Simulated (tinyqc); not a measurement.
Sweeping the field: donor near an oxide interface in a gate field (two-state model).

Interface at z = 0 (hard wall), donor at z = d, field F pulling electrons to the interface: potential e F z; 1 kV/cm = 1e-5 eV/angstrom, c = hbar^2/2m0, q = e^2/(4 pi eps0), Q = (eps - eo)/(eps + eo). Donor state: E_D = e F d - ED - q Q/(4 eps d), the last term joining the images of ion and electron. Interface state: z exp(-b z/2) exp(-rho^2/(2 L^2)) with E_z = c b^2/(4 mz) + 3 e F/b + q Q b/(8 eps), minimised over b; in the plane at z = 3/b the ion (distance D = d - 3/b) and its image (D' = d + 3/b) give E_rho = c/(mt L^2) - (q/eps)(sqrt(pi)/L)[erfcx(D/L) + Q erfcx(D'/L)], erfcx(x) = exp(x^2) erfc(x), minimised over L. E_I = E_z + E_rho.

The two states couple by t = t0 exp(-D/aD) with t0 = q/(eps aD) (2 aD/L) sqrt(aD b/2) v, v a valley factor; this form is an estimate. With detuning u = E_D - E_I the splitting is sqrt(u^2 + 4 t^2) and the lower state has weight (1 - u/sqrt(u^2 + 4 t^2))/2 on the donor.

Constants: hbar^2/2m0 = 3.80998211 eV angstrom^2; e^2/(4 pi eps0) = 14.39964547 eV angstrom.

Values chosen for the exercise (near those of a donor in Si below SiO2, static dielectric constants; not measured data):
- d = 90 angstrom (depth of the donor)
- ED = 31.2 meV (bulk binding energy)
- mz = 0.908 m0 (mass across the interface)
- mt = 0.194 m0 (mass in the plane)
- eps = 11.6 (dielectric constant of the semiconductor)
- eo = 3.9 (dielectric constant of the oxide)
- aD = 15.2 angstrom (donor radius)
- v = 0.32 (valley factor)
- Fl = (48.696, 53.598, 55.558, 56.538, 57.518, 59.479, 64.38) kV/cm (fields)

Both levels, the splitting, the donor weight and the mean depth w d + (1 - w) 3/b.

Results:
```
F (kV/cm)  E_D (meV)  E_I (meV)  splitting (meV)  donor weight  mean depth (angstrom)
48.696        10.913     14.750             3.88         0.994                   89.7
53.598        15.325     16.792             1.57         0.968                   88.3
55.558        17.089     17.582            0.725         0.839                   81.4
56.538        17.971     17.971            0.525         0.500                   63.2
57.518        18.853     18.358            0.717         0.154                   44.5
59.479        20.618     19.122             1.58         0.026                   37.2
64.380        25.029     20.979             4.08         0.003                   34.9
```

E_D rises by 0.90 and E_I by 0.40 meV per kV/cm, so they cross once, near 56.5 kV/cm, where the splitting is 2t = 0.525 meV. The donor weight passes from 0.85 to 0.15 while the detuning goes from -2t to 2t, a window of 2.1 kV/cm or 3.7 % of the field; across the table the charge moves by 55 angstrom.

Program tinyqc; command `OMP_NUM_THREADS=1 python tinyqc.py 1252303 1252304 out.jsonl`; about 0.07 s on one thread of a shared Intel(R) Xeon(R) Processor @ 2.30GHz.
